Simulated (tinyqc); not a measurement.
Worked calculation: model-solid line-up of a strained alloy layer on a substrate. Values are carried at full precision from step to step, so a last printed digit may differ when a step is redone from the rounded ones.

All values of the alloy are linear in x but the gap, Eg(x) = (1 - x) Eg_A + x Eg_B - C x (1 - x), and the valence edge, Ev(x) = (1 - x) Ev_A + x Ev_B + fv C x (1 - x); Ec = Ev + Eg. Ev is the top of the unstrained valence band on a scale common to all materials. In the layer only the Gamma valley of the conduction band is followed, also where an X or L valley would lie lower.

Parameters, chosen for this exercise (A near GaP, B near GaAs, substrate near GaP; the results hold for these values, not for the real material):
```
symbol  value           unit      meaning
a       (5.443, 5.651)  angstrom  lattice constant of A, B
Eg      (2.91, 1.535)   eV        gap at Gamma to the s-like level of A, B
Dso     (0.08, 0.345)   eV        spin-orbit splitting of A, B
Ev      (-1.27, -0.81)  eV        top of the unstrained valence band of A, B
ac      (-8.15, -7.11)  eV        conduction deformation potential of A, B
av      (1.7, 1.17)     eV        valence hydrostatic potential of A, B
b       (-1.62, -1.97)  eV        tetragonal shear potential of A, B
d       (-4.54, -4.79)  eV        trigonal shear potential of A, B
C11     (139.2, 120.3)  GPa       of A, B
C12     (62.9, 55.9)    GPa       of A, B
C44     (70.6, 60.7)    GPa       of A, B
C       0.202           eV        bowing of the gap
fv      0                         share of the bowing taken by the valence edge
x       0.69                      fraction of B
a_s     5.443           angstrom  substrate
face    001                       growth face
Eg_s    2.339           eV        lowest gap of the substrate
Ev_s    -1.27           eV        substrate valence edge
```

## Values of the alloy

Interpolate.

Alloy at x (a in angstrom, C11, C12, C44 in GPa, all else in eV):
```
symbol     value
a         5.5865
Eg        1.9180
Dso       0.2628
Ev       -0.9526
ac       -7.4324
av        1.3343
b        -1.8615
d        -4.7125
C11     126.1590
C12      58.0700
C44      63.7690
```

## Strain on the (001) substrate

Coherent growth on a (001) face: e_par = (a_s - a)/a, e_perp = -2 (C12/C11) e_par; exx = eyy = e_par, ezz = e_perp, no shear.

Use the values of the alloy.

e_par = -0.025690
e_perp = 0.023650

strain tensor in the cubic axes:
```
           x          y         z
x  -0.025690   0.000000  0.000000
y   0.000000  -0.025690  0.000000
z   0.000000   0.000000  0.023650
```

The layer is under compression in the plane; its volume changes by -2.773 %. Above 2 % only a few nanometres stay coherent, and linear deformation potentials lose accuracy.

## Strained band edges

Strained edges: Ec + ac tr(e); the valence edges are Ev plus the levels of the 6 x 6 matrix of X, Y, Z times spin with -Dso/3 + l exx + m (eyy + ezz) on the diagonal (cyclic), n exy off it, l = av + 2 b, m = av - b, n = sqrt(3) d. Spin-orbit term (Dso/3) L.sigma on X, Y, Z with (L_k)_ij = -i epsilon_kij: <X+|H|Y+> = -i Dso/3, <X+|H|Z-> = Dso/3, <Y+|H|Z-> = -i Dso/3, <Z+|H|X-> = -Dso/3, <Z+|H|Y-> = i Dso/3, <X-|H|Y-> = i Dso/3, and their conjugates; + and - are the spin along z.

Give the hydrostatic shifts, the strain block and the edges.

ac tr(e), av tr(e) (eV): 0.2061  -0.0370

strain block (eV), lower triangle:
```
        X       Y        Z
X  0.0548
Y       0  0.0548
Z       0       0  -0.2207
```

Ec and the three valence edges from the top (eV): 1.1715  -0.8978  -1.0114  -1.3225

strained gap = 2.0693 eV

Strain moves the gap by +151 meV: +243 meV from the volume and -92 meV from the splitting of the valence edge, which always raises the top.

## Offsets against the substrate material

dEc = Ec(substrate) - Ec(layer), dEv = Ev(layer) - Ev(substrate); positive values confine the carrier in the layer. Type I: both of one sign; type II: opposite signs; type III: the gaps do not overlap.

Give also the smallest gap across the interface, min Ec - max Ev.

dEc = -0.1025 eV
dEv = 0.3722 eV

type: II

smallest gap = 1.9668 eV

Electrons collect in the substrate material and holes in the layer. Where the alloy is indirect its X or L edge, left out, lies lower and changes dEc.

## Checks

- Valence edges against the closed form for (001) strain: they agree to 1e-10 or better.

Program tinyqc; command `OMP_NUM_THREADS=1 python tinyqc.py 1050269 1050270 out.jsonl`; about 0.02 s on one thread of a shared Intel(R) Xeon(R) Processor @ 2.30GHz.
